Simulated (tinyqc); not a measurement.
Nanowire ballistic transistor, top-of-the-barrier model: two steps of the calculation.

At the top of the source barrier, states moving towards the drain are filled by the source (Fermi level 0) and states moving back by the drain (Fermi level -q Vd); nothing scatters. U is the shift of the band edge there, set by the capacitances CG, CD and CS (the total) and by the charge. Parabolic one-dimensional subband; the source is grounded.

Values chosen for this exercise; mass and valleys close to those of indium arsenide:

| symbol | value | unit | meaning |
|---|---|---|---|
| T | 200 | K | temperature |
| m | 0.0299 | m0 | effective mass |
| gv | 1 |  | valley degeneracy |
| eox | 9 |  | relative permittivity of the gate insulator |
| tox | 3.3 | nm | insulator thickness |
| d | 4 | nm | wire diameter |
| aG | 0.78 |  | gate control CG/CS |
| aD | 0.11 |  | drain control CD/CS |
| E0 | 0.16 | eV | band edge at the barrier top above the source Fermi level at zero bias |
| Vg | 0.7 | V | gate voltage |
| Vd | 0.05 | V | drain voltage |

Constants: q = 1.602176634e-19 C, kB = 1.380649e-23 J/K, hbar = 1.054571817e-34 J s, m0 = 9.1093837015e-31 kg, Vt = kB T/q, eps0 = 8.8541878128e-14 F/cm where lengths are in cm. Results are converted to the units shown.

Question 1. Density of states, capacitances and charge at zero bias. N0 = gv sqrt(2 m kB T/pi)/hbar, CG = 2 pi eps0 eox/ln(1 + 2 tox/d), CS = CG/aG, n0 = n at U = 0 and Vd = 0. eta1 = -(E0 + U)/Vt, eta2 = eta1 - Vd/Vt, n = (N0/2)[F_(-1/2)(eta1) + F_(-1/2)(eta2)], F_(-1/2)(x) = (1/sqrt(pi)) int_0^infinity u^(-1/2)/(1 + exp(u - x)) du. UL = -(aG Vg + aD Vd).

Give: N0; CG; CS; n0; UL.

Answer 1.

N0 = 6.5615e5 cm^-1
CG = 5.1376 pF/cm
CS = 6.5867 pF/cm
n0 = 60.975 cm^-1
UL = -0.55150 eV

Question 2. Self-consistent potential at the barrier top. U(out) = UL + q (n - n0)/CS. U(new) = U(out).

U after iteration 1 = -0.46857799 eV
N0 = 6.5614622e5 cm^-1
CS = 6.5867030 pF/cm
n0 = 60.974682 cm^-1
UL = -0.5515 eV

Find: eta1; eta2; n; U(out); U after iteration 2.

Answer 2.

eta1 = 17.90
eta2 = 15.00
n = 2.996e6 cm^-1
U(out) = -0.4786 eV
U after iteration 2 = -0.4786 eV

Numbers from tinyqc (`OMP_NUM_THREADS=1 python tinyqc.py 2400070 2400071 out.jsonl`; about 0.03 s on one thread of a shared Intel Xeon 2.30GHz).
